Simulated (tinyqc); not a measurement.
# Electron density from the centroid

Problem. In the Fang-Howard model the centroid is 3/b with b^3 = 6 (mz1/C) q (Nd + 11 Ns/32)/(eps0 eps_r), C = hbar^2/(2 m0), the field in eV/nm. Find b and Ns.

Parameters, values chosen for the exercise; masses and permittivity close to those of In0.53Ga0.47As: relative permittivity eps_r = 13.7; mass along z of valley set A (1 valley(s)) mz1 = 0.0414 m0; sheet density of depletion charge Nd = 3e12 cm^-2.

Constants: q = 1.602176634e-19 C, hbar = 1.054571817e-34 J s, m0 = 9.1093837015e-31 kg, eps0 = 8.8541878128e-14 F/cm where lengths are in cm, hbar^2/(2 m0) = 0.0380998212 eV nm^2. Results are converted to the units shown.

centroid = 4.5431116 nm

Answer. b = 3/centroid gives Nd + 11 Ns/32, from which the depletion charge is taken off.

b = 0.6603 1/nm
Ns = 1.000e12 cm^-2

tinyqc, about 0.4 s, one thread, Intel Xeon 2.30GHz (shared host): `OMP_NUM_THREADS=1 python tinyqc.py 2160115 2160116 out.jsonl`
